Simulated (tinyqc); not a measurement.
# Kinetics of strain relaxation and threading dislocations in mismatched semiconductor layers, step by step

A worked calculation. Computed by tinyqc, a small Python program that keeps every step. Command: `OMP_NUM_THREADS=1 python tinyqc.py 3011112 3011113 out.jsonl threading walk`. One thread of a shared host (Intel(R) Xeon(R) Processor @ 2.30GHz), about 0.01 s of CPU time with the checks. Intermediate numbers are printed to about 5 digits and carried at full precision; extremes and crossings named in words are read from the listed rows.

60-degree dislocations on {111} planes of a (001) layer, isotropic elasticity. The Schmid factor is 1/sqrt(6), and a misfit segment relieves strain with b/2.

Inputs (values chosen for the exercise, modelled on Si(0.8)Ge(0.2) on Si): misfit f = 0.00873; shear modulus G = 66.1 GPa; Poisson ratio nu = 0.27; Burgers vector b = 3.88 angstrom; glide activation energy Q = 2.02 eV; velocity prefactor v0 = 31000 m/s per MPa; layer thickness h = 71 nm; anneal temperature T = 710 K; anneal time t = 390 s; initial thread density rho_0 = 4.2e+07 1/cm^2; multiplication constant delta = 6200 1/m; grading rate (misfit per thickness) R_f = 0.0011 1/micrometre; growth temperature of the buffer T_g = 1126 K; growth rate R_g = 6.5 nm/s; reaction radius r_A = 21 nm; final thickness of a thick uniform layer H = 1.1 micrometre; aspect ratio of a trench = 1.6.

Sources: fixed density of threads.

Constants: k_B = 8.617333262e-05 eV/K.

## Excess stress and glide velocity at the start

Excess resolved stress tau = (1/sqrt 6) [2 G (1 + nu)/(1 - nu)] (e - e_eq), e_eq = b (1 - nu/4) [ln(h/b) + 1]/(4 pi (1 + nu) h), the Matthews-Blakeslee strain of an uncapped layer; glide velocity v = v0 tau exp(-Q/(k_B T)), tau in MPa.

equilibrium strain e_eq = 0.0019827

excess stress tau = 633.53 MPa

mobility v/tau = 1.4218e-10 m/s per MPa

initial velocity = 0.090075 micrometre/s

The layer carries 4.4 times its equilibrium strain. In the anneal time a thread would run 35 micrometre at this speed.

## Relaxation in the anneal

Threads run in two directions, so de/dt = -(b/4) rho v, with rho fixed. With x = e - e_eq, x0 = f - e_eq (fully strained at t = 0) and v = m S x (m the mobility, S x = tau): x = x0 exp(-t/t_r), t_r = 4/(b rho_0 m S). The half time is that at which x = x0/2.

strain left e = 0.0074404

share of the excess strain relieved = 19.112 %

thread density = 4.20e+07 1/cm^2

half time = 1274.5 s

Relaxation is under way. The misfit lines laid down are 0.15 micrometre apart. Caution: blocking of threads by crossing misfit lines, left out here, leaves real layers with more strain.

## Anneal temperature

The formulas are those given above.

After the time t:
```
T (K)  first velocity (micrometre/s)  relieved (%)  threads (1/cm^2)  half time (s)
643                       2.8876e-03         0.678          4.20e+07     3.9755e+04
665                       9.6456e-03         2.246          4.20e+07     1.1902e+04
691                       3.6337e-02         8.201          4.20e+07     3.1593e+03
712                       9.8828e-02        20.763          4.20e+07     1.1616e+03
736                       2.8915e-01        49.384          4.20e+07     3.9701e+02
753                       5.9348e-01        75.279          4.20e+07     1.9343e+02
776                       1.4932e+00        97.029          4.20e+07     7.6881e+01
813                       5.9043e+00       100.000          4.20e+07     1.9443e+01
```

The half time follows exp(Q/(k_B T)), a decade for each 53 K near 736 K. Relief goes from 21 % at 712 K to 75.3 % at 753 K: with a fixed density the onset is gradual, and more threads relax the layer sooner. Caution: rows with more than 50 % relieved leave out blocking by crossing misfit lines, which slows real layers.

## Graded buffer

In steady grading, strain is fed at R_f R_g and relieved at (b/4) rho v. As a glide-limited estimate, the driving stress is taken as the mean stress of the strained top zone, whose depth z solves R_f z/2 = e_eq(z), with strain R_f z at the surface; tau_g = S R_f z/2 is its mean; then rho = 4 R_f R_g/(b m tau_g), m = v0 exp(-Q/(k_B T_g)), S = (1/sqrt 6) 2 G (1 + nu)/(1 - nu), e_eq(z) = b (1 - nu/4) [ln(z/b) + 1]/(4 pi (1 + nu) z).

depth z of the strained zone = 585.60 nm

stress tau_g = 30.241 MPa

thread density of the buffer = 8644.5 1/cm^2

buffer thickness f/R_f = 7.9364 micrometre

Raising T_g by 50 K would lower this density by a factor 2.4: fast glide lets few threads do the work. Caution: real buffers seldom go below 1e5 /cm^2, as pile-ups and nucleation take over; this value is a lower bound.

## Thick uniform layer and trapping in a trench

A separate case, a thick relaxed layer. Pair reactions during growth: d rho/dh = -K rho^2 with K = 2 r_A tan(psi) and threads inclined by psi = 45 degrees (the <110> lines of {111} planes), so rho = 1/(K H) for a layer that starts with far more threads than that, as highly mismatched layers do. In a trench along [110] a thread on {111} rises at 54.74 degrees across the width, and leaves through the wall below the height w tan(54.74 degrees) = sqrt(2) w; the share of threads, evenly spread over the floor, that reach the top is max(0, 1 - a/sqrt 2) for the aspect ratio a.

thread density at H = 2.1645e+09 1/cm^2

share that reaches the top = 0

The trench traps all threads that cross it; those that run along it are not trapped. Thickness alone needs 2400 micrometre for 1e6 /cm^2. Caution: at this small misfit a layer may start with fewer threads than 1/(K H), which is then only an upper bound.

Checks made by the program: strain against numerical integration (relative difference below 1e-10).
